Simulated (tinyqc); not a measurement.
Forward curve with series resistance: current of a Schottky diode by thermionic-emission-diffusion theory, and its read-back from I-V-T and C-V data. Computed by tinyqc, a small Python program. Command: `OMP_NUM_THREADS=1 python tinyqc.py 3014227 3014228 out.jsonl schottky walk`. One thread of a shared host (Intel(R) Xeon(R) Processor @ 2.30GHz), about 0.01 s of CPU time with the checks.

Full ionisation, no tunnelling, no recombination current. V is the voltage across the junction itself, forward positive.

Inputs (values chosen for the exercise, modelled on n-type GaN):
```
quantity,value,unit
Richardson constant A*,25.6,A/(cm^2 K^2)
"effective density of states at 300 K, N_c",2.3e+18,1/cm^3
permittivity eps,9.7,-
mobility mu,830,cm^2/(V s)
barrier without image force phi_0,1.08,eV
doping N,3.4e+16,1/cm^3
series resistance R_s,0.082,milliohm cm^2
junction voltage V,0.44,V
temperature T,423,K
```

Barrier: uniform.

Constants: k_B = 8.617333262e-05 eV/K; e = 1.602176634e-19 C; eps_0 = 8.8541878128e-12 F/m.

Method:
- N_c(T) = N_c (T/300 K)^(3/2); V_bi = phi_0 - (k_B T/e) ln(N_c(T)/N); surface field F = sqrt(2 e N (V_bi - V - k_B T/e)/(eps eps_0)); image lowering d_phi = sqrt(e F/(4 pi eps eps_0)); effective barrier phi = phi_0 - d_phi.
- Collection velocity v_R = A* T^2/(e N_c(T)); diffusion velocity v_D = mu F; J = e N_c(T) v_R/(1 + v_R/v_D) exp(-phi/k_B T) [exp(e V/k_B T) - 1].
- Terminal voltage V + J R_s; apparent ideality from neighbouring rows, (e/k_B T) dV_terminal/d ln J.

built-in voltage V_bi = 0.907597 V

Forward curve; the last column belongs to the interval up to the next row:
```
V (V),J (A/cm^2),terminal voltage (V),apparent n
0.209,4.7986e-04,0.20900,1.0163
0.290,4.2730e-03,0.29000,1.0198
0.371,3.7765e-02,0.37100,1.0233
0.452,3.3146e-01,0.45203,1.0302
0.533,2.8818e+00,0.53324,1.0573
0.614,2.4692e+01,0.61602,1.2394
0.695,2.0617e+02,0.71191,2.6214
0.776,1.6219e+03,0.90900,-
```

What does the comparison show, and why?

The resistance takes over where J R_s exceeds k_B T/e, at J = 445 A/cm^2; the apparent ideality climbs from 1.02 to 2.62, so barrier and n must be read below that current.

Extremes, crossings and ranges named in words are read from the listed rows.
